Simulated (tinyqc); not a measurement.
Lossy on-chip transmission line with skin effect: one step of the calculation.

A uniform line in a homogeneous dielectric: c = sqrt(er)/(c0 Z0), l = Z0 sqrt(er)/c0 (c0 = 299792458 m/s), g = w c td, w = 2 pi f. The resistance joins its limits as r = sqrt(r_dc^2 + r_hf^2), with r_dc = rho/(wd th), r_hf = kr rho/(2 delta (wd + th)), delta = sqrt(rho/(pi f mu0)), mu0 = 4 pi 1e-7 H/m; this is an interpolation, and internal inductance, up to 0.05 nH/mm at low frequency, is neglected.

Question. Reflection, input impedance and transfer. ZL = 1/(1/RL + i w CL); reflection (ZL - Zc)/(ZL + Zc); Zin = Zc (ZL + Zc tanh(gamma len))/(Zc + ZL tanh(gamma len)); H = V_load/V_source = [Zin/(Zin + Rg)]/[cosh(gamma len) + (Zc/ZL) sinh(gamma len)].

Parameters, values chosen for the exercise: source resistance Rg = 50 ohm; load resistance RL = 1000 ohm; load capacitance CL = 20 fF; frequency f = 0.79 GHz.

gamma len = 0.017159704+0.029149757i
Zc = 61.756561-35.939916i ohm

Give: ZL; reflection at the load; Zin; H; |H|.

Answer.

ZL = 990.24-98.31i ohm
reflection at the load = 0.87589+0.05249i
Zin = 754.12-429.45i ohm
H = 0.94994-0.02759i
|H| = -0.44241 dB

Program tinyqc, `OMP_NUM_THREADS=1 python tinyqc.py 2810117 2810118 out.jsonl`; Intel Xeon 2.30GHz, shared host, one thread, about 0.01 s.
